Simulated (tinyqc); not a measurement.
Two-dimensional electron gas with Rashba and Dresselhaus coupling, step by step. Values are carried at full precision from step to step, so a last printed digit may differ when a step is redone from the rounded ones.

H = c k^2/m + al (ky sx - kx sy) + b1 (kx sx - ky sy) + gam kx ky (kx sy - ky sx), s the Pauli matrices, x = [100], c = hbar^2/2m0, b1 = gam (pi/L)^2 (hard walls). H = c k^2/m + B.s, so E = c k^2/m -/+ |B| and the lower state has its spin along -B.

Constants: hbar^2/2m0 = 3.80998211 eV angstrom^2; hbar = 6.58211957e-16 eV s.

Inputs chosen for the exercise (of the size met in GaN; the results hold for these values, not for the real material):
- m = 0.2311 m0 (mass)
- al = 0.0037 eV angstrom (Rashba constant)
- gam = 0 eV angstrom^3 (bulk Dresselhaus constant)
- L = 201 angstrom (width of the (001) well)
- n = 9.6 1e11/cm^2 (sheet density (one subband filled))
- phi = 15 degrees (angle of k from [100])

## Scales

b1; mean Fermi wave vector k0 = sqrt(2 pi n) (1e11/cm^2 = 1e-5/angstrom^2); E0 = c k0^2/m; b3 = gam k0^2/4; kR = al m/(2c) and ER = al kR/2, the shift and depth of a pure Rashba band.

b1 = 0 eV angstrom
k0 = 0.02456 1/angstrom
E0 = 9.944 meV
b3 = 0 eV angstrom
kR = 0.0001122 1/angstrom
ER = 0.0002076 meV

There is no Dresselhaus term; kR is 0.5 % of k0.

## Spin-orbit field at one point of the Fermi circle

k = k0 (cos phi, sin phi). Form B, the splitting 2|B| and the direction of the lower spin, atan2(-By, -Bx).

Bx, By (meV): 0.0235  -0.0878

splitting = 0.1817 meV
direction of the lower spin = 105.0 degrees

## The matrix

H = [[E0, Bx - i By], [Bx + i By, E0]] in meV; diagonalise. Precession period h/(2|B|) = 2 pi hbar/(splitting).

H (meV):
```
                  up            down
up            9.9443  0.0235+0.0878i
down  0.0235-0.0878i          9.9443
```

levels (meV): 9.8534  10.0352

period = 22.8 ps

## The two wave vectors at the energy E0 along this direction

Solve c k^2/m -/+ |B(k)| = E0. The spin turns by (k_outer - k_inner) per length, so a half turn takes pi/(difference).

k (1/angstrom): outer 0.024672, inner 0.024448

difference = 0.0002244 1/angstrom
length of a half turn = 1400 nm

For linear terms alone the difference is (m/c)|B|/k, whatever the energy: every electron along this direction turns alike, the basis of the spin transistor.

## Checks

- Difference of the Fermi wave vectors without Dresselhaus terms against al m/c: both 0.00022443.

Run: tinyqc, `OMP_NUM_THREADS=1 python tinyqc.py 1452752 1452753 out.jsonl`; Intel(R) Xeon(R) Processor @ 2.30GHz, one thread, shared host; about 0.01 s of CPU time with all checks.
